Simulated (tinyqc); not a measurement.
Rutherford backscattering from a thin compound film on silicon: kinematics, yields, composition and thickness: one step, computed by the program tinyqc.

Singly charged helium ions (Z1 = 2, M1 = 4.0026 u) enter at the tilt angle a1 to the normal and leave at a2 = |180 - theta - tilt| in the same plane. The film is A B_x.

Question. Yields. Rutherford cross section in the laboratory frame: sigma = (Z1 Z e^2/(4 pi eps_0 4E))^2 (4/sin^4 theta) (r + cos theta)^2/r, r = sqrt(1 - (M1 sin theta/M)^2), times the screening factor 1 - 0.049 Z1 Z^(4/3)/E (E in keV); 1 angstrom^2 = 1e8 barn. Counts = (charge/e) x solid angle x sigma(E_mean) x areal density of the element/cos a1, E_mean = E0 - half the energy lost on the way in; 1 barn = 1e-24 cm^2. The ratio of areas returns x = (Y_B/Y_A)(sigma_A/sigma_B), with the counting error sqrt(1/Y_A + 1/Y_B).

Inputs (values chosen for the exercise, modelled on a helium beam on HfO2):
```
quantity,value,unit
beam energy E0,1.9,MeV
scattering angle theta,150,degrees
tilt of the sample,0,degrees
heavy element: Z_A,72,-
heavy element: mass M_A,178.5,u
light element: Z_B,8,-
light element: mass M_B,16,u
"atoms of B per atom of A, x",2.06,-
collected charge,17,microcoulomb
detector solid angle,2.3,msr
```

energy lost on the way in = 3.354611 keV

areal density N d = 53.632 1e15 atoms/cm^2

Constants: e^2/(4 pi eps_0) = 14.39964548 eV angstrom; e = 1.602176634e-19 C.

Give: cross sections; counts; ratio of areas Y_B/Y_A; counting error of x without background.

Answer.

cross sections (barn/sr): A 8.4265, B 0.0944

counts: A 36042, B 832

ratio of areas Y_B/Y_A = 0.023074

counting error of x without background = 3.5074 %

The cross sections differ by 89.3, near (Z_A/Z_B)^2 = 81.0. The signal of B lies below the silicon edge, on the substrate background, so its real error is larger unless the substrate is channelled.
